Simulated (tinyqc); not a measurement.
Plane-wave Kohn-Sham cycle with exchange-only LDA in a layered model solid, step by step. Computed by tinyqc, a small Python program that keeps every step. Settings: points = 16, plane-wave index or count = 3, electrons = 2, k points = 2, area = 8.0, mixing = 1.0, iteration cap = 51. Command: `OMP_NUM_THREADS=1 python tinyqc.py 31178 31179 out.jsonl` (the two numbers bound the seeds that draw the settings). One thread of a shared host (Intel(R) Xeon(R) Processor @ 2.60GHz), about 0.01 s of CPU time with the checks.

A solid whose potential varies along x alone (atomic units):
```
parameter                      value
period a                   12.700000
cross-section of the cell   8.000000
electrons per cell                 2
grid points                       16
plane waves -n..n, n               3
k points                           2
V1 in V1 cos(2 pi x/a)     -0.400000
```

Stop when sqrt(dV sum R^2) is below 1e-8, dV = a A/N.

Course of the cycle:
```
iteration  E (hartree)  norm of the residual
1            -0.902077              2.58e-01
2            -2.987944              4.74e-01
3            -4.621692              5.13e-01
4            -3.562982              5.18e-01
5            -4.696145              5.18e-01
6            -3.566796              5.18e-01
7            -4.696557              5.18e-01
8            -3.566819              5.18e-01
9            -4.696559              5.18e-01
10           -3.566820              5.18e-01
11           -4.696559              5.18e-01
...                ...                   ...
41           -4.696559              5.18e-01
42           -3.566820              5.18e-01
43           -4.696559              5.18e-01
44           -3.566820              5.18e-01
45           -4.696559              5.18e-01
46           -3.566820              5.18e-01
47           -4.696559              5.18e-01
48           -3.566820              5.18e-01
49           -4.696559              5.18e-01
50           -3.566820              5.18e-01
51           -4.696559              5.18e-01
```

Can the last value be used, and what does the course show?

Not by the stop rule. Not converged within 51 iterations: the residual has stopped falling: the iteration swings between two states. Reruns (cap 100 unless said): mixing 0.1: not converged; mixing 0.5, Kerker q0 1.0: converged in 56 (E = -0.46612); mixing 0.3, Pulay depth 5: converged in 32 (E = -0.46612); the original settings with a cap of 400: not converged.
